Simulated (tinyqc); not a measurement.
## Bandgap voltage reference from two bipolar transistors: output against temperature

Two transistors of area 1 and N carry the same current I. Is(T) = Is (T/T0)^eta exp[(Vg0 q/kB)(1/T0 - 1/T)], VBE1 = Vt ln(I/Is(T)) + I rb, VBE2 = Vt ln(I/(N Is(T))) + I rb/N. The amplifier forces I R1(T) = VBE1 - VBE2 + Vos, with R(T) = R (1 + tc (T - T0)) for both resistors, and the output is Vref = VBE1 + I R2(T). Base currents and the Early effect are neglected.

Vt = kB T/q; I = (Vt ln N + Vos)/(R1(T) - rb (1 - 1/N)).

Parameters, values chosen for the exercise; values of the order met in silicon bipolar transistors:
```
symbol    value   unit                                                   meaning
T0          300      K                                     reference temperature
Vg0       1.176      V                      band-gap voltage extrapolated to 0 K
eta         4.1                   temperature exponent of the saturation current
Is      1.7e-16      A           saturation current of the unit transistor at T0
N             8                              area ratio of the second transistor
R1           17   kohm  resistor across which the difference of VBE falls, at T0
tc            0  ppm/K                 temperature coefficient of both resistors
Vos        -1.1     mV                                   offset of the amplifier
rb            0    ohm                  series resistance of the unit transistor
R2          208   kohm                                     output resistor at T0
```

Constants: q = 1.602176634e-19 C, kB = 1.380649e-23 J/K. Results are converted to the units shown.

Results:
```
T (K)	I (uA)	VBE1 (V)	I R2 (V)	Vref (V)	Vref - Vref(T0) (mV)	dVref/dT (uV/K)
218	2.233	0.7837	0.4645	1.248	-6.842	128.4
233	2.391	0.7526	0.4974	1.250	-5.051	110.6
253	2.602	0.7108	0.5412	1.252	-3.063	88.58
273	2.813	0.6685	0.5851	1.254	-1.497	68.25
298	3.076	0.6151	0.6399	1.255	-0.08789	44.84
348	3.603	0.5066	0.7495	1.256	1.091	3.397
373	3.867	0.4517	0.8043	1.256	0.9418	-15.14
398	4.131	0.3963	0.8591	1.255	0.3443	-32.47
423	4.394	0.3404	0.9140	1.254	-0.6729	-48.74
```

Estimate the missing row, T = 323 K.

Computed row:
```
T (K)	I (uA)	VBE1 (V)	I R2 (V)	Vref (V)	Vref - Vref(T0) (mV)	dVref/dT (uV/K)
323	3.340	0.5611	0.6947	1.256	0.7604	23.31
```

With this row back in the table: VBE1 falls by 2.16 mV/K on average and I R2 rises by 2.19 mV/K. The slope of Vref vanishes at T = 352 K. Between 233 and 398 K Vref spans 6.15 mV, or 29.7 ppm/K by the box method (span over the average over T, over 165 K).

Program tinyqc, `OMP_NUM_THREADS=1 python tinyqc.py 2062102 2062103 out.jsonl`; Intel Xeon 2.30GHz, shared host, one thread, about 0.02 s.
